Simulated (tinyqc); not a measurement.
CIS on RHF in the sto-3g basis, for H6, spin multiplicity 1, step by step (part 2 of 2). Computed by tinyqc, a small Python program that keeps every step (integrals from PySCF). Command: `OMP_NUM_THREADS=1 python tinyqc.py 20670 20671 out.jsonl` (the two numbers bound the seeds that draw the settings). One thread of a shared host (Intel(R) Xeon(R) Processor @ 2.60GHz), about 0.07 s of CPU time with the checks.

Geometry (angstrom):
```
atom         x         y         z
H     0.000000  0.000000  0.000000
H     0.000000  0.000000  0.975000
H     0.000000  0.000000  2.128000
H     0.000000  0.000000  3.102000
H     0.000000  0.000000  4.256000
H     0.000000  0.000000  5.230000
```

## CIS matrix, triplets

orbital energies (hartree): MO1 -0.633602, MO2 -0.525652, MO3 -0.368204, MO4 0.263690, MO5 0.578715, MO6 0.929017

Given earlier and not repeated: Two-electron integrals over orbitals (pq|rs).

A(ia,jb) = (e_a - e_i) d_ij d_ab - (ij|ab).

CIS matrix A, triplet (hartree):
```
           1>4        1>5        1>6        2>4        2>5        2>6        3>4        3>5
1>4   0.527772  -0.000054   0.081855   0.000260  -0.114346  -0.000070  -0.031482  -0.000157
1>5  -0.000054   0.870606   0.000110  -0.114346  -0.000265  -0.131283  -0.000157   0.033882
1>6   0.081855   0.000110   1.125458  -0.000070  -0.131283   0.000136   0.111540   0.000021
2>4   0.000260  -0.114346  -0.000070   0.450989  -0.000277  -0.036613  -0.000224   0.128150
2>5  -0.114346  -0.000265  -0.131283  -0.000277   0.725424  -0.000316   0.128150   0.000232
2>6  -0.000070  -0.131283   0.000136  -0.036613  -0.000316   1.106649  -0.000164   0.117470
3>4  -0.031482  -0.000157   0.111540  -0.000224   0.128150  -0.000164   0.271769   0.000298
3>5  -0.000157   0.033882   0.000021   0.128150   0.000232   0.117470   0.000298   0.597534
3>6   0.111540   0.000021  -0.085428  -0.000164   0.117470   0.000090   0.034923   0.000312

           3>6
1>4   0.111540
1>5   0.000021
1>6  -0.085428
2>4  -0.000164
2>5   0.117470
2>6   0.000090
3>4   0.034923
3>5   0.000312
3>6   0.903320
```

## CIS triplet states

Diagonalise A (1 hartree = 27.211386 eV); each vector has its largest component positive (the first on a tie).

triplet excitation energies (eV): 5.841210  9.048061  11.569667  17.873786  20.694639  23.252536  25.414292  32.161215  33.182452

lowest vectors:
```
       state 1    state 2    state 3    state 4    state 5    state 6
1>4   0.054404  -0.001621   0.856433   0.000163  -0.442858  -0.000208
1>5   0.000548   0.243146   0.000834   0.047679   0.000942   0.890964
1>6  -0.161772   0.000679  -0.069119  -0.000246   0.246430  -0.001029
2>4   0.001432   0.819044   0.000863   0.522558  -0.001044  -0.232749
2>5  -0.260188   0.001184   0.402245  -0.000717   0.786504  -0.001481
2>6   0.000409   0.155224   0.000631  -0.161814   0.000494   0.354058
3>4   0.949790  -0.001498   0.038570   0.000026   0.275201  -0.000687
3>5  -0.001177  -0.495929  -0.000486   0.835749   0.001394   0.163248
3>6  -0.032662   0.000739  -0.313775  -0.000475  -0.220955  -0.000138
```
